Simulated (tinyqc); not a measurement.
Splitting against the number of planes: valley splitting in a one-orbital chain of atomic planes (second-neighbour model).

Each (001) plane carries one orbital with energy e0, hopping v to the next plane and u to the second: E(phi) = e0 + 2 v cos(phi) + 2 u cos(2 phi), where phi = pi - k a/4 (the sign of every second orbital is chosen so that v > 0, which shifts the phase by pi). The minimum lies at cos(phi0) = -v/(4u), phi0 = pi - (pi/2) k0 for a valley at k0 (2 pi/a), and e0 puts it at zero. A slab of N planes has hard walls: the matrix simply ends.

Constants: hbar^2/2m0 = 3.80998211 eV angstrom^2.

Inputs chosen for the exercise (out of a larger set: near those of the Delta valleys of silicon; abrupt walls in this chain split the valleys several times more than measured wells; not measured data):
```
symbol  value  unit      meaning
a       5.425  angstrom  lattice constant; planes lie a/4 apart
ml      0.912  m0        longitudinal mass
N0      23               first number of planes
```

u = 0.626461 eV
v = 0.766858 eV
e0 = 1.487602 eV
phi0 = 1.881814 rad

Ten slabs from N0 on, of thickness (N - 1) a/4 between the outer planes. Effective mass: E1 = (c/ml)(pi/W)^2 with W = (N + 2) a/4: the amplitude vanishes on two missing planes at each end, and the envelope has its nodes N + 2 spacings apart. Large-N estimate of the splitting: 16 pi^2 u |sin(phi0) sin((N + 2) phi0)|/(N + 2)^3.

Doublet (meV):
```
N   thickness (angstrom)  mean level  effective mass  splitting  estimate
23                 29.84       35.62           35.86      0.087     0.473
24                 31.19       33.09           33.16      5.081     5.214
25                 32.55       30.62           30.75      2.682     2.474
26                 33.91       28.47           28.59      2.600     2.817
27                 35.26       26.61           26.65      3.601     3.549
28                 36.62       24.79           24.91      0.142     0.328
29                 37.98       23.29           23.33      3.029     3.087
30                 39.33       21.82           21.89      1.556     1.447
31                 40.69       20.52           20.58      1.643     1.752
32                 42.04       19.37           19.39      2.219     2.187
```

What can be read from this table?

The mean level falls smoothly, from 35.6 to 19.4 meV, within 0.7 % of the effective-mass value. The splitting swings between 0.087 (N = 23) and 5.081 meV (N = 24): one plane more or less changes the phase between the two walls by phi0 = 1.882 rad. The estimate misses the computed values by at most 0.386 meV.

Computed by tinyqc, a small Python program: `OMP_NUM_THREADS=1 python tinyqc.py 1451874 1451875 out.jsonl` (the numbers bound the seed that draws the inputs); one thread of a shared host (Intel(R) Xeon(R) Processor @ 2.30GHz), about 0.01 s for the whole set of steps.
